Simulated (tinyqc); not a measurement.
# From I_sub/I_D back to ionisation field B_i

Model: lateral field, substrate current, probability of reaching the oxide barrier and hot-carrier lifetime of a silicon transistor (pseudo-two-dimensional and lucky-electron models). Computed by tinyqc, a small Python program. Command: `OMP_NUM_THREADS=1 python tinyqc.py 3028809 3028810 out.jsonl hotcar inv`. One thread of a shared host (Intel(R) Xeon(R) Processor @ 2.30GHz), about 0.01 s of CPU time with the checks.

Local-field models: a lucky carrier gains its energy at the peak field over a path free of collisions. Voltages are magnitudes.

Inputs (values chosen for the exercise, modelled on a silicon n-channel):
```
quantity                           value                      unit
channel length L                    1800                        nm
oxide thickness t                     48                        nm
junction depth x_j                   480                        nm
mobility mu                          290                cm^2/(V s)
saturation velocity v_s             0.87                  1e7 cm/s
threshold voltage V_T               0.43                         V
gate voltage V_G                     4.9                         V
drain voltage V_D                    7.6                         V
ionisation prefactor A_i           2e+06                      1/cm
hot-carrier mean free path lambda    8.7                        nm
oxide barrier phi_b                  3.1                        eV
interface-trap threshold phi_it      3.6                        eV
lifetime constant H                  300  s microampere/micrometre
```

Drain: abrupt.

Constants: eps_0 = 8.8541878128e-12 F/m.

Method:
- C_ox = 3.9 eps_0/t; F_sat = 2 v_s/mu; V_Dsat = V_ov F_sat L/(V_ov + F_sat L), V_ov = V_G - V_T; I_D/W = C_ox v_s (V_ov - V_Dsat).
- Scale length l = 0.22 t^(1/3) x_j^(1/2) (all in cm); F_m = sqrt(((V_D - V_Dsat)/l_e)^2 + F_sat^2), with l_e = l; length of the velocity-saturated region l_e ln((V_D - V_Dsat)/(l_e F_sat) + F_m/F_sat).
- Substrate current I_sub/I_D = (A_i/B_i)(V_D - V_Dsat) exp(-B_i/F_m); probability of reaching the oxide barrier exp(-phi_b/(e lambda F_m)); lifetime tau = (H/(I_D/W)) exp(phi_it/(e lambda F_m)).

Problem. A run gave the result below. Find the ionisation field B_i, known to lie between 1.3 and 2.1 MV/cm.

I_sub/I_D = 0.0002147369

Solution.

Each step takes the trial c = (a f_b - b f_a)/(f_b - f_a), f being the result less the target and a, b, c the logarithms of the listed values; c replaces end b, the old b replaces a if the sign of f changed, and otherwise f_a is halved.

Scan of the range:
```
ionisation field B_i (MV/cm)   I_sub/I_D
1.30                          0.00556027
1.41                          0.00280817
1.53                          0.00134212
1.65                          0.00064542
1.79                          0.00027656
1.94                          0.00011230
2.10                          0.00004323
```

False position (Illinois rule, in the logarithm of the input) inside the bracket:
```
step    end a    end b    trial    I_sub/I_D
1     1.79000  1.94000  1.84504  1.98532e-04
2     1.79000  1.84504  1.82592  2.22736e-04
3     1.84504  1.82592  1.83222  2.14453e-04
4     1.82592  1.83222  1.83200  2.14732e-04
5     1.82592  1.83200  1.83200  2.14741e-04
6     1.83200  1.83200  1.83200  2.14737e-04
```

I_sub/I_D falls at every point of a 13-point scan of the range (every second point is shown), so one value fits; it is bracketed by 1.79 and 1.94. Answer: ionisation field B_i = 1.832 MV/cm.
